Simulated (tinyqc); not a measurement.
# Threshold-voltage variability of a planar MOSFET, analytic estimates: two studies

Three independent sources add in quadrature: random dopants in the depleted layer, metal-gate grains of two orientations, and roughness of the two gate edges acting through the roll-off VT = VT(long) - Vr exp(-L/l). These are first-order estimates: no three-dimensional electrostatics, no percolation.

Values chosen for this exercise; material values close to those of germanium: temperature T = 300 K; band gap Eg = 0.666 eV; relative permittivity of the semiconductor eps_r = 15.7; conduction-band density of states at T Nc = 1.03e19 cm^-3; valence-band density of states at T Nv = 6.04e18 cm^-3; channel doping Na = 2.8e18 cm^-3; oxide-equivalent thickness in inversion ti = 2.3 nm; gate length L = 32 nm; gate width W = 53 nm; metal grain size G = 15 nm; work-function difference of the two grain orientations dW = 0.3 eV; share of the orientation of higher work function p = 0.5; rms roughness of one gate edge De = 1.9 nm; correlation length of the roughness La = 20 nm; decay length of the threshold roll-off l = 8.3 nm; prefactor of the roll-off Vr = 1.2 V.

Constants: q = 1.602176634e-19 C, kB = 1.380649e-23 J/K, Vt = kB T/q, eps0 = 8.8541878128e-14 F/cm where lengths are in cm. Results are converted to the units shown.

Each table varies one quantity; the others keep the values above.

## Effect of the correlation length of the roughness

ni = sqrt(Nc Nv) exp(-Eg/(2 Vt)), Eg in volts; Cox = 3.9 eps0/ti; Wd = sqrt(4 eps0 eps_r Vt ln(Na/ni)/(q Na)); dopants: s1 = (q/Cox) sqrt(Na Wd/(3 L W)). Grains: Ng = L W/G^2 (at least 1), s2 = dW sqrt(p (1 - p)/Ng). Edges, with exponential correlation and u = W/La: the mean gate length has sL^2 = 2 De^2 (2/u)[1 - (1 - exp(-u))/u]; s3 = sL (Vr/l) exp(-L/l). s = sqrt(s1^2 + s2^2 + s3^2). l and Vr are held fixed.

The same in every row: s1 (mV) = 34.94; s2 (mV) = 54.63.

Results:
```
La (nm)  s3 (mV)  s (mV)  s sqrt(L W) (mV um)
2          2.216   64.89                2.672
5          3.399   64.94                2.674
10         4.552   65.01                2.677
40         6.745   65.20                2.685
80         7.406   65.27                2.688
160        7.792   65.32                2.690
```

Estimate the missing row, La = 20 nm.

Computed row:
```
La (nm)  s3 (mV)  s (mV)  s sqrt(L W) (mV um)
20         5.756   65.11                2.681
```

With this row back in the table: As La goes from 2 to 160 nm, s rises from 64.9 to 65.3 mV. The grains are the largest source in the first and the last row. The edge term s3 rises from 2.22 to 7.79 mV: a longer correlation averages out less along the width.

## Effect of the gate length

Same model as above.

l and Vr are held fixed.

Effect of the gate length:
```
L (nm)  s1 (mV)  s2 (mV)  s3 (mV)  s (mV)  s sqrt(L W) (mV um)
19        45.35    70.90    27.56   88.56                2.810
23        41.22    64.44    17.02   78.37                2.736
28        37.35    58.41    9.320   69.95                2.695
34        33.90    53.00    4.523   63.08                2.678
40        31.25    48.87    2.195   58.05                2.673
49        28.24    44.15   0.7423   52.41                2.671
58        25.95    40.58   0.2510   48.17                2.671
70        23.63    36.94  0.05912   43.85                2.671
```

As L goes from 19 to 70 nm, s falls from 88.6 to 43.8 mV. The grains are the largest source in the first and the last row. The product s sqrt(L W) falls from 2.81 to 2.67 mV um: s1 and s2 go as 1/sqrt(L W), so the change comes from s3 alone. At L = 19 nm the depletion depth exceeds L, so source and drain share much of the charge and s1 is rough.

Computed by the program tinyqc: `OMP_NUM_THREADS=1 python tinyqc.py 2090149 2090150 out.jsonl`, one thread of a shared Intel Xeon 2.30GHz, about 0.01 s for the whole run.
